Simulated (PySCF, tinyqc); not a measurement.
Inside a calculation. Method: CCSD on RHF in the sto-3g basis, for H4, spin multiplicity 1. The lowest restricted solution is unstable here: a spin-polarised one lies 0.0602 hartree lower (PySCF). Computed by tinyqc, a small Python program that keeps every step (integrals from PySCF). Settings: charge = 0, multiplicity = 1, basis = sto-3g, method = RHF, energy threshold = 1e-10, iteration cap = 51, orthogonalisation = symmetric, start = atomic densities, DIIS depth = 6, amplitude equations = CCSD, DIIS depth for amplitudes = 4, cap on updates = 62. Command: `OMP_NUM_THREADS=1 python tinyqc.py 26452 26453 out.jsonl` (the two numbers bound the seeds that draw the settings). One thread of a shared host (Intel(R) Xeon(R) Processor @ 2.60GHz), about 0.2 s of CPU time with the checks. The early iterations of the SCF are left out here.

## One-electron integrals

Geometry (angstrom):
```
atom         x         y         z
H     0.000000  0.000000  0.000000
H     0.000000  0.000000  1.278000
H     0.000000  1.118000  0.000000
H     0.000000  1.118000  1.278000
```

Basis sto-3g: exponents (1/bohr^2) and contraction coefficients of normalised primitives:
```
element  l (shell)  exponent  coefficient
H            s (1)  3.425251     0.154329
H            s (1)  0.623914     0.535328
H            s (1)  0.168855     0.444635
```

Overlap, kinetic and nuclear-attraction integrals over the contracted functions; the nuclear repulsion is the sum of Za Zb / Rab.

nuclear repulsion = 2.39807738 hartree

overlap S, order 1H 1s, 2H 1s, 3H 1s, 4H 1s:
```
[[1.000000, 0.349221, 0.429795, 0.191869],
 [0.349221, 1.000000, 0.191869, 0.429795],
 [0.429795, 0.191869, 1.000000, 0.349221],
 [0.191869, 0.429795, 0.349221, 1.000000]]
```

kinetic energy T (hartree), order 1H 1s, 2H 1s, 3H 1s, 4H 1s:
```
[[0.760032, 0.037466, 0.073190, -0.002559],
 [0.037466, 0.760032, -0.002559, 0.073190],
 [0.073190, -0.002559, 0.760032, 0.037466],
 [-0.002559, 0.073190, 0.037466, 0.760032]]
```

nuclear attraction V (hartree), order 1H 1s, 2H 1s, 3H 1s, 4H 1s:
```
[[-2.411771, -0.773688, -0.971297, -0.433002],
 [-0.773688, -2.411771, -0.433002, -0.971297],
 [-0.971297, -0.433002, -2.411771, -0.773688],
 [-0.433002, -0.971297, -0.773688, -2.411771]]
```

core Hamiltonian H = T + V (hartree), order 1H 1s, 2H 1s, 3H 1s, 4H 1s:
```
[[-1.651739, -0.736222, -0.898107, -0.435561],
 [-0.736222, -1.651739, -0.435561, -0.898107],
 [-0.898107, -0.435561, -1.651739, -0.736222],
 [-0.435561, -0.898107, -0.736222, -1.651739]]
```

## Two-electron integrals

Functions are numbered as in S; the eight-fold symmetry (ij|kl) = (ji|kl) = (kl|ij) leaves the list below.

Two-electron integrals (ij|kl) in chemists' order, unique and non-zero (hartree):
```
(11|11) 0.774606   (21|11) 0.199834   (21|21) 0.072886   (22|11) 0.397119
(22|21) 0.199834   (22|22) 0.774606   (31|11) 0.258214   (31|21) 0.072676
(31|22) 0.155778   (31|31) 0.114842   (32|11) 0.091467   (32|21) 0.034489
(32|22) 0.097368   (32|31) 0.042016   (32|32) 0.020043   (33|11) 0.441326
(33|21) 0.134604   (33|22) 0.308517   (33|31) 0.258214   (33|32) 0.097368
(33|33) 0.774606   (41|11) 0.097368   (41|21) 0.034489   (41|22) 0.091467
(41|31) 0.042016   (41|32) 0.019742   (41|33) 0.091467   (41|41) 0.020043
(42|11) 0.155778   (42|21) 0.072676   (42|22) 0.258214   (42|31) 0.069607
(42|32) 0.042016   (42|33) 0.155778   (42|41) 0.042016   (42|42) 0.114842
(43|11) 0.134604   (43|21) 0.049455   (43|22) 0.134604   (43|31) 0.072676
(43|32) 0.034489   (43|33) 0.199834   (43|41) 0.034489   (43|42) 0.072676
(43|43) 0.072886   (44|11) 0.308517   (44|21) 0.134604   (44|22) 0.441326
(44|31) 0.155778   (44|32) 0.091467   (44|33) 0.397119   (44|41) 0.097368
(44|42) 0.258214   (44|43) 0.199834   (44|44) 0.774606
```

## Orthogonalisation

S = U s U^T; symmetric (Loewdin) form X = U s^(-1/2) U^T, so that X^T S X = 1.

eigenvalues of S: [0.412853, 0.727556, 0.888705, 1.970886]

X, order 1H 1s, 2H 1s, 3H 1s, 4H 1s:
```
[[1.125447, -0.183104, -0.238907, 0.008874],
 [-0.183104, 1.125447, 0.008874, -0.238907],
 [-0.238907, 0.008874, 1.125447, -0.183104],
 [0.008874, -0.238907, -0.183104, 1.125447]]
```

## Iteration 3 (converged): orbitals

converged F (hartree), order 1H 1s, 2H 1s, 3H 1s, 4H 1s:
```
[[-0.243210, -0.257353, -0.451717, -0.212338],
 [-0.257353, -0.243210, -0.212338, -0.451717],
 [-0.451717, -0.212338, -0.243210, -0.257353],
 [-0.212338, -0.451717, -0.257353, -0.243210]]
```

Diagonalise F' = X^T F X, C = X C', fill 2 alpha and 2 beta electrons from the bottom; D = 2 C_occ C_occ^T. Each column has its largest component positive (the first on a tie).

F' = X^T F X (hartree):
```
[[-0.001392, -0.181707, -0.420786, 0.012973],
 [-0.181707, -0.001392, 0.012973, -0.420786],
 [-0.420786, 0.012973, -0.001392, -0.181707],
 [0.012973, -0.420786, -0.181707, -0.001392]]
```

orbital energies (hartree): [-0.590911, -0.253443, 0.224714, 0.614074]

coefficients C, order 1H 1s, 2H 1s, 3H 1s, 4H 1s:
```
[[0.356155, 0.530385, 0.586188, 0.778166],
 [0.356155, -0.530385, 0.586188, -0.778166],
 [0.356155, 0.530385, -0.586188, -0.778166],
 [0.356155, -0.530385, -0.586188, 0.778166]]
```

D after iteration 3, order 1H 1s, 2H 1s, 3H 1s, 4H 1s:
```
[[0.816309, -0.308923, 0.816309, -0.308923],
 [-0.308923, 0.816309, -0.308923, 0.816309],
 [0.816309, -0.308923, 0.816309, -0.308923],
 [-0.308923, 0.816309, -0.308923, 0.816309]]
```

## Convergence

Stop when the energy changes by less than 1e-10 hartree and every element of the error matrix X^T (F D S - S D F) X is below 3e-06.

Course of the cycle:
```
iteration  E (hartree)     change  largest element of the error matrix
1          -1.53041400          -                             8.07e-16
2          -1.88522030  -3.55e-01                             1.32e-15
3          -1.88522030  -1.78e-15                             1.20e-15
```

PySCF RHF in the same basis = -1.88522030 hartree

Converged in 3 iterations.

## Integrals over molecular orbitals

(pq|rs) = sum C_ip C_jq C_kr C_ls (ij|kl), one index at a time.

one-electron integrals over orbitals h = C^T H C (hartree):
```
[[-1.888302, 0.000000, 0.000000, 0.000000],
 [0.000000, -1.550641, 0.000000, 0.000000],
 [0.000000, 0.000000, -1.449088, 0.000000],
 [0.000000, 0.000000, 0.000000, -1.097174]]
```

Two-electron integrals over orbitals (pq|rs), unique and non-zero (hartree):
```
(11|11) 0.486384   (21|21) 0.144232   (22|11) 0.477619   (22|22) 0.486191
(31|31) 0.127213   (32|32) 0.085711   (33|11) 0.474117   (33|22) 0.469246
(33|33) 0.481715   (41|32) 0.084125   (41|41) 0.082613   (42|31) 0.129257
(42|42) 0.141606   (43|21) 0.144700   (43|43) 0.158991   (44|11) 0.479759
(44|22) 0.487975   (44|33) 0.487859   (44|44) 0.507064
```

## CCSD: starting amplitudes

t_ij^ab = <ij||ab> / (e_i + e_j - e_a - e_b), whose energy is MP2.

Starting amplitudes (spin orbitals 1a, 1b, ...; amplitudes related by a flip of all spins are not repeated):
```
from      to          t
2a 2b  3a 3b  -0.089626
2a 2b  4a 4b  -0.081616
1a 1b  3a 3b  -0.077985
1a 2b  3a 4b  -0.076795
1a 2b  3b 4a   0.049981
1a 1b  4a 4b  -0.034280
1a 2a  3a 4a  -0.026815
```

correlation energy = -0.06267431 hartree

## CCSD: amplitude update 1

t_i^a D_i^a and t_ij^ab D_ij^ab are set to the remaining terms of the spin-orbital equations, evaluated with the old amplitudes; for the doubles these are <ij||ab> + 1/2 <ab||ef> t_ij^ef + 1/2 <mn||ij> t_mn^ab + P(ij)P(ab) <mb||ej> t_im^ae + terms in t^2 + terms with t1, D the orbital-energy denominators.

Amplitudes after update 1 (spin orbitals 1a, 1b, ...; amplitudes related by a flip of all spins are not repeated):
```
from      to          t
2a 2b  3a 3b  -0.163447
2a 2b  4a 4b  -0.106446
1a 2b  3a 4b  -0.105070
1a 1b  3a 3b  -0.103624
1a 2b  3b 4a   0.079155
1a 1b  4a 4b  -0.048441
1a 2a  3a 4a  -0.025914
```

correlation energy = -0.08908590 hartree

## CCSD: amplitude update 2

As before.

Amplitudes after update 2 (spin orbitals 1a, 1b, ...; amplitudes related by a flip of all spins are not repeated):
```
from      to          t
2a 2b  3a 3b  -0.216723
1a 2b  3a 4b  -0.118063
2a 2b  4a 4b  -0.112504
1a 1b  3a 3b  -0.111096
1a 2b  3b 4a   0.093540
1a 1b  4a 4b  -0.054284
1a 2a  3a 4a  -0.024523
```

correlation energy = -0.10159684 hartree

## CCSD: convergence

E_corr = 1/4 sum <ij||ab> t_ij^ab + 1/2 sum <ij||ab> t_i^a t_j^b; stop when the norm of the change is below 1e-8.

Course of the amplitude iterations:
```
update  correlation energy (hartree)  norm of the change
0                        -0.06267431                   -
1                        -0.08908590            2.02e-01
2                        -0.10159684            1.22e-01
3                        -0.11749125            8.04e-02
4                        -0.11742821            3.04e-02
5                        -0.11992869            1.17e-02
6                        -0.11948442            2.86e-03
7                        -0.11954102            4.28e-04
8                        -0.11954112            9.50e-06
9                        -0.11954139            2.04e-06
10                       -0.11954141            1.76e-07
11                       -0.11954141            2.47e-08
12                       -0.11954142            1.46e-08
13                       -0.11954142            3.81e-09
```

Converged amplitudes (spin orbitals 1a, 1b, ...; amplitudes related by a flip of all spins are not repeated):
```
from      to          t
2a 2b  3a 3b  -0.370352
1a 2b  3a 4b  -0.143870
1a 2b  3b 4a   0.102750
1a 1b  3a 3b  -0.088927
2a 2b  4a 4b  -0.088837
1a 1b  4a 4b  -0.069163
1a 2a  3a 4a  -0.041120
```

CCSD total energy = -2.00476172 hartree

T1 diagnostic, norm of the one-spin t1 over sqrt(correlated electrons) = 0.000000

Converged in 13 updates, with DIIS from the third.
